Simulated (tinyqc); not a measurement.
Frequency dispersion of an accumulation capacitance by border traps, distributed model: two steps of the calculation.

Traps spread evenly through the insulator exchange electrons with the semiconductor by tunnelling, with tau(x) = t0 exp(2 ka x) at depth x from the interface. The admittance per area Y seen at depth x obeys dY/dx = -Y^2/(i w eps0 eox) + q Nb ln(1 + i w tau)/tau, with Y(0) = i w Cs and w = 2 pi f; the gate sees Y(tox) = G + i w C. Working variable y = Y/(i w), in uF/cm^2. Cox = eps0 eox/tox.

Parameters, values chosen for the exercise; permittivity close to that of zirconium oxide: relative permittivity of the insulator eox = 21.9; insulator thickness tox = 10 nm; semiconductor capacitance in accumulation Cs = 0.74 uF/cm^2; density of border traps Nb = 1e19 cm^-3 eV^-1; decay constant of the wave function in the insulator ka = 6.1 1/nm; time constant of a trap at the interface t0 = 5e-11 s; frequency f = 1000 Hz; depth down to which the steps are taken xe = 1.6 nm.

Constants: q = 1.602176634e-19 C, eps0 = 8.8541878128e-14 F/cm where lengths are in cm. Results are converted to the units shown.

Problem 1. Midpoint steps through the active depth. In terms of y: dy/dx = -y^2/(eps0 eox) + s(x), s = q Nb ln(1 + z)/z, z = i w tau. 8 midpoint steps of h = xe/8: y_half = y + (h/2) y'(x, y), y(new) = y + h y'(x + h/2, y_half).

Find: x; s; y.

Solution 1.

```
point   x (nm)  s (uF/(cm^2 nm))       y (uF/cm^2)
0            0  0.16022+0.00000i  0.74000+0.00000i
1      0.20000  0.16022+0.00000i  0.76619+0.00000i
2      0.40000  0.16022+0.00000i  0.79197+0.00000i
3      0.60000  0.16022-0.00004i  0.81734+0.00000i
4      0.80000  0.16022-0.00044i  0.84228-0.00003i
5       1.0000  0.16001-0.00499i  0.86678-0.00032i
6       1.2000  0.13902-0.04633i  0.89039-0.00362i
7       1.4000  0.02826-0.04120i  0.89762-0.01621i
8       1.6000  0.00265-0.00772i  0.89110-0.01967i
```

Problem 2. Capacitance and conductance at the gate. Beyond xe the traps are ignored, so 1/y(tox) = 1/y(xe) + (tox - xe)/(eps0 eox); C = Re y, G/w = -Im y, loss tangent G/(w C).

y at xe = 0.89109985-0.01966773i uF/cm^2

Find: y at the gate; C; G/w; loss tangent.

Solution 2.

y at the gate = 0.6430-0.0102i uF/cm^2
C = 0.6430 uF/cm^2
G/w = 0.01024 uF/cm^2
loss tangent = 0.01592

Computed by the program tinyqc: `OMP_NUM_THREADS=1 python tinyqc.py 2202238 2202239 out.jsonl`, one thread of a shared Intel Xeon 2.30GHz, about 0.6 s for the whole run.
